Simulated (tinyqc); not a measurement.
# MOSFET in the linear regime without short-channel effects, parameter extraction from computed curves: what changes with what

Inversion charge Q = Cox n Vt W0(exp((Vg - VT)/(n Vt))), W0 the Lambert function and n = nf; u = Q/Cox; mobility mu = mu0/(1 + th1 u + th2 u^2); channel resistance Rch = (L - dL)/(W mu Q); Id = Vd/(Rch + Rsd/W). Cox = eps0 eox/tox. Small Vd, no channel-length or drain effects.

Inputs (values chosen for the exercise); channel values of the order met in silicon transistors: temperature T = 300 K; relative permittivity of the gate insulator (close to silicon dioxide) eox = 3.9; insulator thickness tox = 5.1 nm; low-field mobility mu0 = 120 cm^2/(V s); first mobility attenuation factor th1 = 0.18 1/V; second mobility attenuation factor th2 = 0.28 1/V^2; threshold voltage VT = 0.27 V; body factor nf = 1.09; gate width W = 10 um; drawn gate length L = 0.11 um; drawn less effective length dL = 0.008 um; source plus drain resistance Rsd = 99 ohm um; drain voltage Vd = 0.025 V.

Constants: q = 1.602176634e-19 C, kB = 1.380649e-23 J/K, Vt = kB T/q, eps0 = 8.8541878128e-14 F/cm where lengths are in cm. Results are converted to the units shown.

Each table varies one quantity; the others keep the values above.

## Extraction methods against the body factor

From the continuous curve Id(Vg): tangent at peak gm (V_ext = Vg - Id/gm); constant current Id = 0.1 uA W/L; peak of d2Id/dVg2; Y = Id/sqrt(gm) drawn through Vg = VT + 0.6 and VT + 0.8 V, with intercept VT_Y and slope s. Mobilities gm,max L/(W Cox Vd) and s^2 L/(W Cox Vd) with the drawn L. Last column: share of Rsd/W in the total resistance at VT + 0.8 V.

Results:
columns A: nf; B: V_ext (V); C: constant current (V); D: second derivative (V); E: VT_Y (V); F: mobility from gm (cm^2/(V s)); G: mobility from Y (cm^2/(V s)); H: series share (%)
```
A        B      C      D      E     F    G     H
1    0.281  0.331  0.264  0.383   101  169  4.24
1.1  0.280  0.330  0.263  0.383  99.4  166  4.22
1.2  0.280  0.329  0.263  0.383  98.2  164  4.20
1.3  0.279  0.327  0.262  0.382  97.0  162  4.18
1.4  0.278  0.325  0.261  0.382  95.9  160  4.16
1.5  0.277  0.323  0.260  0.381  94.9  158  4.14
1.7  0.274  0.318  0.258  0.380  92.9  154  4.11
```

Estimate the missing row, nf = 1.6.

Computed row:
columns A: nf; B: V_ext (V); C: constant current (V); D: second derivative (V); E: VT_Y (V); F: mobility from gm (cm^2/(V s)); G: mobility from Y (cm^2/(V s)); H: series share (%)
```
A        B      C      D      E     F    G     H
1.6  0.276  0.321  0.259  0.381  93.9  156  4.12
```

With this row back in the table: The model has VT = 0.27 V and mu0 = 120 cm^2/(V s). Over the table the extracted thresholds move by 6.5 mV (tangent), 13 mV (constant current), 6.0 mV (second derivative), 2.8 mV (Y function). The mobility from gm falls from 101 to 92.9 and that from Y falls from 169 to 154 cm^2/(V s).

## Extraction methods against the source plus drain resistance

Same model as above.

Extraction methods against the source plus drain resistance:
columns A: Rsd (ohm um); B: V_ext (V); C: constant current (V); D: second derivative (V); E: VT_Y (V); F: mobility from gm (cm^2/(V s)); G: mobility from Y (cm^2/(V s)); H: series share (%)
```
A         B      C      D      E     F    G     H
0     0.284  0.330  0.264  0.383   102  167     0
50    0.282  0.330  0.264  0.383   101  167  2.18
100   0.280  0.330  0.263  0.383  99.5  167  4.26
200   0.278  0.330  0.263  0.383  97.0  167  8.18
400   0.273  0.331  0.262  0.383  92.7  167  15.1
800   0.267  0.332  0.261  0.383  85.9  167  26.3
1500  0.259  0.334  0.259  0.383  77.6  167  40.0
```

What does the comparison show?

The model has VT = 0.27 V and mu0 = 120 cm^2/(V s). Over the table the extracted thresholds move by 24 mV (tangent), 4.3 mV (constant current), 5.0 mV (second derivative), under 0.5 mV (Y function). The mobility from gm falls from 102 to 77.6 and that from Y stays near 167 cm^2/(V s). Y cancels the series resistance, which multiplies Id and sqrt(gm) by the same factor.

Program tinyqc, `OMP_NUM_THREADS=1 python tinyqc.py 2210085 2210086 out.jsonl`; Intel Xeon 2.30GHz, shared host, one thread, about 0.01 s.
